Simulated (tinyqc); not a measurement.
Frequency dispersion of an accumulation capacitance by border traps, distributed model: two steps of the calculation.

Traps spread evenly through the insulator exchange electrons with the semiconductor by tunnelling, with tau(x) = t0 exp(2 ka x) at depth x from the interface. The admittance per area Y seen at depth x obeys dY/dx = -Y^2/(i w eps0 eox) + q Nb ln(1 + i w tau)/tau, with Y(0) = i w Cs and w = 2 pi f; the gate sees Y(tox) = G + i w C. Working variable y = Y/(i w), in uF/cm^2. Cox = eps0 eox/tox.

Values chosen for this exercise; permittivity close to that of aluminium oxide:
- eox = 8.26 (relative permittivity of the insulator)
- tox = 6.7 nm (insulator thickness)
- Cs = 2.9 uF/cm^2 (semiconductor capacitance in accumulation)
- Nb = 6.4e18 cm^-3 eV^-1 (density of border traps)
- ka = 3.3 1/nm (decay constant of the wave function in the insulator)
- t0 = 9e-11 s (time constant of a trap at the interface)
- f = 1000 Hz (frequency)
- xe = 2.9 nm (depth down to which the steps are taken)

Constants: q = 1.602176634e-19 C, eps0 = 8.8541878128e-14 F/cm where lengths are in cm. Results are converted to the units shown.

Problem 1. Scales and lumped estimate. Cox; trap-free value 1/(1/Cox + 1/Cs); response depth d = ln(1/(w t0))/(2 ka), where w tau = 1; lumped estimate: all traps within d act as C_bt = q Nb d placed at d/2, so C = 1/{1/[1/(1/Cs + d/(2 eps0 eox)) + C_bt] + (tox - d/2)/(eps0 eox)}.

Find: Cox; trap-free C; d; C_bt; lumped C.

Solution 1.

Cox = 1.0916 uF/cm^2
trap-free C = 0.79306 uF/cm^2
d = 2.1796 nm
C_bt = 0.22350 uF/cm^2
lumped C = 0.82519 uF/cm^2

The traps within reach amount to 0.0771 Cs and lie in the first 32.5 % of the insulator.

Problem 2. Midpoint steps through the active depth. In terms of y: dy/dx = -y^2/(eps0 eox) + s(x), s = q Nb ln(1 + z)/z, z = i w tau. 9 midpoint steps of h = xe/9: y_half = y + (h/2) y'(x, y), y(new) = y + h y'(x + h/2, y_half).

Wanted: x; s; y.

Solution 2.

```
point  x (nm)  s (uF/(cm^2 nm))   y (uF/cm^2)
0           0    0.1025+0.0000i  2.900+0.000i
1      0.3222    0.1025+0.0000i  2.604+0.000i
2      0.6444    0.1025+0.0000i  2.368+0.000i
3      0.9667    0.1025+0.0000i  2.176+0.000i
4       1.289    0.1025-0.0001i  2.017+0.000i
5       1.611    0.1025-0.0012i  1.884+0.000i
6       1.933    0.1012-0.0099i  1.770-0.001i
7       2.256    0.0637-0.0408i  1.670-0.009i
8       2.578    0.0111-0.0195i  1.564-0.018i
9       2.900    0.0014-0.0042i  1.465-0.018i
```

Program tinyqc, `OMP_NUM_THREADS=1 python tinyqc.py 2202058 2202059 out.jsonl`; Intel Xeon 2.30GHz, shared host, one thread, about 0.4 s.
